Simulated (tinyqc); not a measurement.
MOSFET in the linear regime without short-channel effects, parameter extraction from computed curves: one step of the calculation.

Inversion charge Q = Cox n Vt W0(exp((Vg - VT)/(n Vt))), W0 the Lambert function and n = nf; u = Q/Cox; mobility mu = mu0/(1 + th1 u + th2 u^2); channel resistance Rch = (L - dL)/(W mu Q); Id = Vd/(Rch + Rsd/W). Cox = eps0 eox/tox. Small Vd, no channel-length or drain effects.

Problem. Transfer curve. u, mu, Rch and Id as defined.

Inputs (values chosen for the exercise); channel values of the order met in silicon transistors: temperature T = 300 K; relative permittivity of the gate insulator (close to silicon dioxide) eox = 3.9; insulator thickness tox = 4.9 nm; low-field mobility mu0 = 81 cm^2/(V s); first mobility attenuation factor th1 = 0.76 1/V; second mobility attenuation factor th2 = 0.1 1/V^2; threshold voltage VT = 0.26 V; body factor nf = 1.14; gate width W = 1 um; drawn gate length L = 0.086 um; drawn less effective length dL = 0.013 um; source plus drain resistance Rsd = 530 ohm um; drain voltage Vd = 0.02 V.

Constants: q = 1.602176634e-19 C, kB = 1.380649e-23 J/K, Vt = kB T/q, eps0 = 8.8541878128e-14 F/cm where lengths are in cm. Results are converted to the units shown.

Vg, point 0 to 11 (V): [0.06, 0.16, 0.26, 0.36, 0.46, 0.56, 0.66, 0.76, 0.86, 0.96, 1.06, 1.16]

Give: u; mu; Rch; Id.

Solution.

u, point 0 to 11 (V): [3.3241e-5, 9.5863e-4, 0.016714, 0.073191, 0.15171, 0.23839, 0.32890, 0.42159, 0.51565, 0.61067, 0.70638, 0.80261]
mu, point 0 to 11 (cm^2/(V s)): [80.998, 80.941, 79.982, 76.693, 72.477, 68.247, 64.246, 60.530, 57.103, 53.950, 51.048, 48.375]
Rch, point 0 to 11 (ohm): [3.8473e7, 1.3350e6, 77486, 18454, 9420.9, 6366.9, 4902.2, 4059.3, 3517.9, 3144.2, 2872.7, 2667.9]
Id, point 0 to 11 (uA): [5.1983e-4, 0.014975, 0.25636, 1.0535, 2.0099, 2.8998, 3.6817, 4.3580, 4.9408, 5.4433, 5.8777, 6.2540]

Computed by the program tinyqc: `OMP_NUM_THREADS=1 python tinyqc.py 2210143 2210144 out.jsonl`, one thread of a shared Intel Xeon 2.30GHz, about 0.01 s for the whole run.
